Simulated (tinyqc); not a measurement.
Inside a calculation: zigzag graphene nanoribbon in tight binding. Values are carried at full precision from step to step, so a last printed digit may differ when a step is redone from the rounded ones.

A zigzag ribbon of N chains, sites A1, B1, A2, ..., BN across it. For each k it is a chain with bonds -2t cos(k/2) (A_n to B_n) and -t (B_n to A_(n+1)), and +D, -D on A and B. A1 and BN are the edge sites; the Dirac points project to k = 2 pi/3.

Parameters, chosen for this exercise (near those used for graphene; shifted at random, so the results belong to these values and not to a real crystal): t = 2.54 eV (hopping); N = 5 (zigzag chains); D = 0.3 eV (sublattice potential, +D on A and -D on B); k = 1.8 (k times the period sqrt3 acc).

## The chain at this k

Form the k-dependent bond and the matrix.

2 cos(k/2) = 1.24322

H(k) (eV), rows A1, B1, A2, B2, A3, B3, A4, B4, A5, B5 and columns alike:
```
[[0.3000, -3.1578, 0, 0, 0, 0, 0, 0, 0, 0],
 [-3.1578, -0.3000, -2.5400, 0, 0, 0, 0, 0, 0, 0],
 [0, -2.5400, 0.3000, -3.1578, 0, 0, 0, 0, 0, 0],
 [0, 0, -3.1578, -0.3000, -2.5400, 0, 0, 0, 0, 0],
 [0, 0, 0, -2.5400, 0.3000, -3.1578, 0, 0, 0, 0],
 [0, 0, 0, 0, -3.1578, -0.3000, -2.5400, 0, 0, 0],
 [0, 0, 0, 0, 0, -2.5400, 0.3000, -3.1578, 0, 0],
 [0, 0, 0, 0, 0, 0, -3.1578, -0.3000, -2.5400, 0],
 [0, 0, 0, 0, 0, 0, 0, -2.5400, 0.3000, -3.1578],
 [0, 0, 0, 0, 0, 0, 0, 0, -3.1578, -0.3000]]
```

An edge state of the finite ribbon needs 2 cos(k/2) < N/(N + 1) = 0.8333: not met here.

## Levels and where the middle pair lives

Diagonalise H; average the weights of the two middle levels.

levels (eV): [-5.4825, -4.8331, -3.8187, -2.5505, -1.2692, 1.2692, 2.5505, 3.8187, 4.8331, 5.4825]

weights: A1 0.135, B1 0.021, A2 0.150, B2 0.071, A3 0.124, B3 0.124, A4 0.071, B4 0.150, A5 0.021, B5 0.135

The two edge sites hold 27.0 % of the middle pair, against 20.0 % for an even spread.

## Checks

- Level at k = pi next to the edge pair against sqrt(t^2 + D^2): both 2.55766.

tinyqc: `OMP_NUM_THREADS=1 python tinyqc.py 1451019 1451020 out.jsonl`; about 0.01 s, one thread, shared Intel(R) Xeon(R) Processor @ 2.30GHz.
